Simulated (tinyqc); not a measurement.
Shallow acceptor in the spherical model (Baldereschi-Lipari), strong spin-orbit limit: one step, computed by the program tinyqc. Command: `OMP_NUM_THREADS=1 python tinyqc.py 3009703 3009704 out.jsonl acceptor walk`. One thread of a shared host (Intel(R) Xeon(R) Processor @ 2.30GHz), about 0.01 s of CPU time with the checks.

The 1S(3/2) state has an s envelope f(r) and a d envelope g(r). In effective units they obey -(f'' + 2f'/r + 2f/r) + mu (g'' + 5g'/r + 3g/r^2) = E f and -(g'' + 2g'/r - 6g/r^2 + 2g/r) + mu (f'' - f'/r) = E g. The cubic term, the split-off band and the central cell are left out.

Problem. Effective units and couplings. Ry* = Ry/(gamma_1 eps^2), a* = a_0 eps gamma_1, mu = (6 gamma_3 + 4 gamma_2)/(5 gamma_1), delta = (gamma_3 - gamma_2)/gamma_1; spherical masses 1/(gamma_1 (1 - mu)) (heavy) and 1/(gamma_1 (1 + mu)) (light).

Inputs (values chosen for the exercise, for a model semiconductor):

| quantity | value | unit |
|---|---|---|
| Luttinger gamma_1 | 12.8 | - |
| Luttinger gamma_2 | 0.965 | - |
| Luttinger gamma_3 | 2.31 | - |
| dielectric constant eps | 10.7 | - |

Constants: Ry = 13.605693123 eV; a_0 = 0.529177210903 angstrom.

Give: Ry*; a*; mu; delta; heavy-hole mass; light-hole mass.

Solution.

Ry* = 9.2842 meV

a* = 72.476 angstrom

mu = 0.276875

delta = 0.10508

heavy-hole mass = 0.10804 m_0

light-hole mass = 0.061185 m_0
